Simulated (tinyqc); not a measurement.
# Slope factor and drain-induced lowering from three currents

Problem. With source and body at 0 V, I = A exp((Vg + dd Vd)/(nf Vt)) (1 - exp(-Vd/Vt)). Find nf, the swing nf Vt ln 10 and dd.

Parameters, values chosen for the exercise: temperature T = 378 K.

Constants: q = 1.602176634e-19 C, kB = 1.380649e-23 J/K, Vt = kB T/q. Results are converted to the units shown.

currents at (Vg, Vd) = (0, 0.05), (0, 1.2) and (0.12, 1.2) V (nA/um): [1.2702853, 19.455830, 260.47182]

Answer. The pair at equal Vd gives nf; the pair at equal Vg, after dividing out the factors 1 - exp(-Vd/Vt), gives dd.

nf = 1.420
swing = 106.5 mV/decade
dd = 0.1000

tinyqc, about 0.03 s, one thread, Intel Xeon 2.30GHz (shared host): `OMP_NUM_THREADS=1 python tinyqc.py 2242151 2242152 out.jsonl`
